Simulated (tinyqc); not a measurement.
# Error from band bending against W

In A the levels shift by pb (1 - z/W)^2 for z < W. The signal from depth z is weighted by exp(-z/le)/le, so the centroid shifts by pb [1 - 2/a + (2/a^2)(1 - exp(-a))], a = W/le, and the error of iA against its value at the interface is that less pb.

Parameters, values chosen for the exercise:
- pb = -0.76 V (band bending in A at the interface)
- le = 3.4 nm (escape depth)

Error from band bending against W:

| W (nm) | a | centroid shift (eV) | error (meV) |
|---|---|---|---|
| 2.8 | 0.82353 | -0.17188 | 588.12 |
| 5 | 1.4706 | -0.26774 | 492.26 |
| 8.6 | 2.5294 | -0.37771 | 382.29 |
| 15 | 4.4118 | -0.49261 | 267.39 |
| 26 | 7.6471 | -0.58721 | 172.79 |
| 45 | 13.235 | -0.65383 | 106.17 |
| 79 | 23.235 | -0.69740 | 62.602 |
| 140 | 41.176 | -0.72398 | 36.018 |
| 240 | 70.588 | -0.73877 | 21.228 |

Read the table: what changes, and by how much?

The size of the error falls from 588 to 21.2 meV; for large a it is 2 |pb|/a. It is below 50 meV, a typical accuracy of the method, in 2 of the 9 rows. Heavily doped substrates and deep-probing photons need the correction.

tinyqc, about 0.01 s, one thread, Intel Xeon 2.30GHz (shared host): `OMP_NUM_THREADS=1 python tinyqc.py 2410067 2410068 out.jsonl`
